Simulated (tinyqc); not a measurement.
Capacitance measurement on a leaky thin oxide: effects of series resistance and leakage: one step of the calculation.

The device is a capacitance C in parallel with a leakage conductance G, in series with Rs and Ls. An impedance meter reports either a parallel pair (Cp, Gp) from Y = 1/Z = Gp + i w Cp or a series pair (Cs, Rm) from Z = Rm + 1/(i w Cs); w = 2 pi f, dissipation D = Gp/(w |Cp|).

Question. What the meter reports. Z = Rs + i w Ls + 1/(G + i w C).

Inputs (values chosen for the exercise); values of the order met in thin-oxide MOS capacitors: series resistance Rs = 18 ohm; series inductance Ls = 260 nH; measuring frequency f = 1e6 Hz.

C = 74.905277 pF
G = 410.25641 uS

Find: Z; Cp; Gp; Cs; D.

Answer.

Z = 1070.4-1205.7i ohm
Cp = 73.818 pF
Gp = 411.77 uS
Cs = 132.00 pF
D = 0.88780

Cp is 1.5 % below C and Cs is 76 % above it; G Rs = 0.00738, w C Rs = 0.00847 and G/(w C) = 0.872.

Numbers from tinyqc (`OMP_NUM_THREADS=1 python tinyqc.py 2022084 2022085 out.jsonl`; about 0.01 s on one thread of a shared Intel Xeon 2.30GHz).
